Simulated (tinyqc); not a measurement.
From results back to parameters: Shockley-Read-Hall recombination through one deep level. Two cases, with inputs chosen for the exercise.

Problem. Deep-level transient spectroscopy: the emission rate is en = gam sigma T^2 exp(-dE/kB T), dE = Ec - Et. Two rates were computed from hidden dE and sigma.

Constants: kB = 8.617333262e-05 eV/K.

Find: ln(en/T^2) at T1 and T2; dE; sigma.

Method. ln(en/T^2) against 1/T is a line of slope -dE/kB and intercept ln(gam sigma); plotting ln en alone would overstate dE by about 2 kB T.

Case 1.

Values chosen (out of a larger set: gap and densities of states near those of SiC at this temperature; not measured data):
- gam = 4.4e+21 1/(cm^2 s K^2) (vth Nc/T^2, which does not depend on T)
- T1 = 365 K
- T2 = 431 K

en(T1) = 45.5124 1/s
en(T2) = 2493.15 1/s

Solution.

ln(en/T^2) at T1 and T2: -7.9818  -4.3109

dE = 0.754 eV
sigma = 2.0e-15 cm^2

Case 2.

Values chosen (out of a larger set: gap and densities of states near those of GaN at this temperature; not measured data):
- gam = 3e+20 1/(cm^2 s K^2) (vth Nc/T^2, which does not depend on T)
- T1 = 116 K
- T2 = 134 K

en(T1) = 2.33606 1/s
en(T2) = 77.3750 1/s

Solution.

ln(en/T^2) at T1 and T2: -8.6587  -5.4470

dE = 0.239 eV
sigma = 1.4e-14 cm^2

Computed by tinyqc, one run a case: `OMP_NUM_THREADS=1 python tinyqc.py N N+1 out.jsonl` with N = 1680526, 1680541; one thread of a shared Intel(R) Xeon(R) Processor @ 2.30GHz, about 0.01 s a run at most.
